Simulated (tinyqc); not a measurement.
# Worked calculation: frequency dispersion of an accumulation capacitance by border traps, distributed model

Program tinyqc, `OMP_NUM_THREADS=1 python tinyqc.py 2202046 2202047 out.jsonl`; Intel Xeon 2.30GHz, shared host, one thread, about 0.4 s. Printed values are rounded.

Traps spread evenly through the insulator exchange electrons with the semiconductor by tunnelling, with tau(x) = t0 exp(2 ka x) at depth x from the interface. The admittance per area Y seen at depth x obeys dY/dx = -Y^2/(i w eps0 eox) + q Nb ln(1 + i w tau)/tau, with Y(0) = i w Cs and w = 2 pi f; the gate sees Y(tox) = G + i w C. Working variable y = Y/(i w), in uF/cm^2. Cox = eps0 eox/tox.

Values chosen for this exercise; permittivity close to that of aluminium oxide: relative permittivity of the insulator eox = 8.18; insulator thickness tox = 4.9 nm; semiconductor capacitance in accumulation Cs = 2 uF/cm^2; density of border traps Nb = 7.9e19 cm^-3 eV^-1; decay constant of the wave function in the insulator ka = 3.1 1/nm; time constant of a trap at the interface t0 = 3e-10 s; frequency f = 10000 Hz; depth down to which the steps are taken xe = 2.6 nm.

Constants: q = 1.602176634e-19 C, eps0 = 8.8541878128e-14 F/cm where lengths are in cm. Results are converted to the units shown.

## Scales and lumped estimate

Cox; trap-free value 1/(1/Cox + 1/Cs); response depth d = ln(1/(w t0))/(2 ka), where w tau = 1; lumped estimate: all traps within d act as C_bt = q Nb d placed at d/2, so C = 1/{1/[1/(1/Cs + d/(2 eps0 eox)) + C_bt] + (tox - d/2)/(eps0 eox)}.

Cox = 1.47811 uF/cm^2
trap-free C = 0.849949 uF/cm^2
d = 1.75468 nm
C_bt = 2.22093 uF/cm^2
lumped C = 1.22483 uF/cm^2

The traps within reach amount to 1.11 Cs and lie in the first 35.8 % of the insulator.

## Midpoint steps through the active depth

In terms of y: dy/dx = -y^2/(eps0 eox) + s(x), s = q Nb ln(1 + z)/z, z = i w tau. 10 midpoint steps of h = xe/10: y_half = y + (h/2) y'(x, y), y(new) = y + h y'(x + h/2, y_half).

```
point	x (nm)	s (uF/(cm^2 nm))	y (uF/cm^2)
0	0	1.26572-0.00001i	2.00000+0.00000i
1	0.26	1.26572-0.00006i	2.17187-0.00001i
2	0.52	1.26572-0.00030i	2.31894-0.00004i
3	0.78	1.26572-0.00150i	2.44349-0.00020i
4	1.04	1.26566-0.00753i	2.54806-0.00101i
5	1.3	1.26422-0.03769i	2.63513-0.00504i
6	1.56	1.22988-0.18129i	2.70544-0.02501i
7	1.82	0.82951-0.49724i	2.72717-0.10698i
8	2.08	0.24226-0.34116i	2.59169-0.19861i
9	2.34	0.05188-0.12193i	2.39809-0.21351i
10	2.6	0.01049-0.03513i	2.21547-0.19594i
```

## Capacitance and conductance at the gate

y at xe = 2.21547-0.19594i uF/cm^2

Beyond xe the traps are ignored, so 1/y(tox) = 1/y(xe) + (tox - xe)/(eps0 eox); C = Re y, G/w = -Im y, loss tangent G/(w C).

y at the gate = 1.30297-0.06743i uF/cm^2
C = 1.30297 uF/cm^2
G/w = 0.0674260 uF/cm^2
loss tangent = 0.0517479

A fine integration over the whole insulator gives C = 1.3064 and G/w = 0.07031 uF/cm^2; the coarse G/w is 4.1 % below that. The fine C is 54 % above the trap-free value, and the lumped estimate is 6.2 % below the fine result.
